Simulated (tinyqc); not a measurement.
Density and mobility of a removed layer (differential Hall).

Inverse problem. For layers in parallel the sheet conductance g = 1/Rs and the product g mu_H (mu_H signed, unit Hall factors) are additive. Find the sheet density and mobility of the layer that was removed, and its share of the conductance.

Constants: q = 1.602176634e-19 C. Results are converted to the units shown.

Rs before and after removing the top layer (ohm/square): [14586.373, 1.4548972e5]
apparent mobility before and after, signed (cm^2/(V s)): [318.21851, 33]

Solution. The differences give g1 = q n mu and g1 mu = q n mu^2; their ratio is mu and g1^2/(q g1 mu) is n.

sheet density = 1.100e12 cm^-2
mobility = 350.0 cm^2/(V s)
share of the conductance = 89.97 %

Program tinyqc, `OMP_NUM_THREADS=1 python tinyqc.py 2850184 2850185 out.jsonl`; Intel Xeon 2.30GHz, shared host, one thread, about 0.01 s.
